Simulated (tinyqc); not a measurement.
From results back to parameters: donors with valley-orbit split 1s states. Five cases, with inputs chosen for the exercise.

Problem. The electron density is given and ND is hidden.

Each donor binds at most one electron, in any of its states. For a site s, W_s = sum over its states of g exp(E/kT), and the ionised share is 1/(1 + W_s exp(eta)), eta = (EF - Ec)/kT; n = Nc F_1/2(eta); neutrality n + NA = ND x (mean ionised share); holes are neglected. Nc from N = 2 (m kB T/(4 pi c))^(3/2) with c = hbar^2/2m0, in 1/angstrom^3; times 1e24 for 1/cm^3, m = md. F_j(eta) = (1/Gamma(j + 1)) integral_0^infinity x^j dx/(1 + exp(x - eta)), which tends to exp(eta) for eta << 0.

Constants: hbar^2/2m0 = 3.80998211 eV angstrom^2; kB = 8.617333262e-05 eV/K.

Find: eta; mean ionised share; ND.

Method. n/Nc gives eta, eta and W_s give the ionised share, and ND = (n + NA)/share.

Case 1.

Values chosen (near those of Sb in Si; the results hold for these values, not for the real material): md = 1.073 m0 (density-of-states mass of the conduction band); E = (43.2, 32.9, 31.4) meV (binding energies of 1s(A1), 1s(T2), 1s(E)); g = (2, 6, 4) (their degeneracies with spin); T = 500 K; NA = 0 1/cm^3 (compensating acceptors, all ionised).

n = 2.5998e+17 1/cm^3

Solution.

eta = -5.440
mean ionised share = 0.896
ND = 2.9e+17 1/cm^3

Case 2.

Values chosen (near those of As in Si; the results hold for these values, not for the real material): md = 1.075 m0 (density-of-states mass of the conduction band); E = (53.3, 32.1, 31) meV (binding energies of 1s(A1), 1s(T2), 1s(E)); g = (2, 6, 4) (their degeneracies with spin); T = 300 K; NA = 0 1/cm^3 (compensating acceptors, all ionised).

n = 3.4604e+17 1/cm^3

Solution.

eta = -4.388
mean ionised share = 0.618
ND = 5.6e+17 1/cm^3

Case 3.

Values chosen (near those of As in Si; the results hold for these values, not for the real material): md = 1.052 m0 (density-of-states mass of the conduction band); E = (53.9, 33.7, 30.7) meV (binding energies of 1s(A1), 1s(T2), 1s(E)); g = (2, 6, 4) (their degeneracies with spin); T = 300 K; NA = 0 1/cm^3 (compensating acceptors, all ionised).

n = 9.3439e+16 1/cm^3

Solution.

eta = -5.668
mean ionised share = 0.849
ND = 1.1e+17 1/cm^3

Case 4.

Values chosen (near those of Sb in Si; the results hold for these values, not for the real material): md = 1.039 m0 (density-of-states mass of the conduction band); E = (43.5, 33.9, 30.6) meV (binding energies of 1s(A1), 1s(T2), 1s(E)); g = (2, 6, 4) (their degeneracies with spin); T = 300 K; NA = 7.5e+15 1/cm^3 (compensating acceptors, all ionised).

n = 3.4929e+16 1/cm^3

Solution.

eta = -6.634
mean ionised share = 0.943
ND = 4.5e+16 1/cm^3

Case 5.

Values chosen (near those of P in Si; the results hold for these values, not for the real material): md = 1.09 m0 (density-of-states mass of the conduction band); E = (45, 33.5, 31.7) meV (binding energies of 1s(A1), 1s(T2), 1s(E)); g = (2, 6, 4) (their degeneracies with spin); T = 300 K; NA = 1.4e+16 1/cm^3 (compensating acceptors, all ionised).

n = 3.2512e+16 1/cm^3

Solution.

eta = -6.778
mean ionised share = 0.949
ND = 4.9e+16 1/cm^3

Computed by tinyqc, one run a case: `OMP_NUM_THREADS=1 python tinyqc.py N N+1 out.jsonl` with N = 1682382, 1682410, 1682414, 1682424, 1682479; one thread of a shared Intel(R) Xeon(R) Processor @ 2.30GHz, about 0.02 s a run at most.
